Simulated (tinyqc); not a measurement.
## Thin film between two gates, subbands and threshold shift from confinement: charge and subband filling against gate voltage

Undoped body with a flat potential across it, hard walls, transport along x. Three valley pairs (g = 2 each) with the longitudinal mass along x, y or z. Non-parabolicity enters the subband edges through E (1 + al E) = gamma, so E = 2 gamma/(1 + sqrt(1 + 4 al gamma)); motion within a subband is taken as parabolic with the band-edge mass. Energies are counted from the bulk band edge.

gamma = C (pi k/(t + dl))^2/mz, C = hbar^2/(2 m0). Each subband has N_k = g sqrt(mx my) m0 kB T/(pi hbar^2). With degeneracy n = sum N_k F((EF - E_k)/Vt), F(x) = ln(1 + exp(x)); gate: Vg = EF + q n/(Cg P), P = 2 (both faces), summed over the 60 lowest subbands at most, with Vg counted from the value that would put EF at the bulk band edge of an empty body. Cq = q dn/dEF.

Values chosen for this exercise; masses close to those of silicon: temperature T = 300 K; longitudinal mass ml = 0.931 m0; transverse mass mt = 0.191 m0; non-parabolicity al = 0 1/eV; film thickness (along z) t = 7.8 nm; widening of the box by penetration into the insulator dl = 0.2 nm; gate capacitance per area of interface Cg = 2.9 uF/cm^2.

Constants: q = 1.602176634e-19 C, kB = 1.380649e-23 J/K, hbar = 1.054571817e-34 J s, m0 = 9.1093837015e-31 kg, Vt = kB T/q, hbar^2/(2 m0) = 0.0380998212 eV nm^2. Results are converted to the units shown.

Charge and subband filling against gate voltage:
```
Vg (V)  EF - E_1 (eV)  n (cm^-2)  n/P (cm^-2)  share of the lowest subband (%)  Cq/(Cg P)  total C/(Cg P)
-0.14         -0.1476   4.665e10     2.332e10                            29.26    0.04980         0.04744
-0.02        -0.06148   1.273e12     6.367e11                            28.72      1.327          0.5703
0.11         -0.02602   4.696e12     2.348e12                            27.37      4.599          0.8214
0.23        -0.009053   8.425e12     4.213e12                            26.11      7.757          0.8858
0.36         0.003584   1.267e13     6.337e12                            24.90      10.93          0.9162
0.48          0.01265   1.669e13     8.345e12                            23.91      13.59          0.9315
0.61          0.02084   2.110e13     1.055e13                            22.98      16.18          0.9418
0.73          0.02741   2.521e13     1.260e13                            22.22      18.35          0.9483
0.86          0.03378   2.968e13     1.484e13                            21.49      20.46          0.9534
```

EF passes E_1 = 0.00631 eV at Vg = 0.319 V. The share of the lowest subband falls from 29.3 to 21.5 % and the total capacitance rises from 0.0474 to 0.953 of Cg P. In the last row 4.9 % of an added gate voltage goes into raising EF (from the last two rows). For Vg = -0.02, 0.11, 0.23, 0.36, 0.48, 0.61, 0.73, 0.86 the charge would bend the potential across the body noticeably, which is left out.

tinyqc, about 0.06 s, one thread, Intel Xeon 2.30GHz (shared host): `OMP_NUM_THREADS=1 python tinyqc.py 2350017 2350018 out.jsonl`
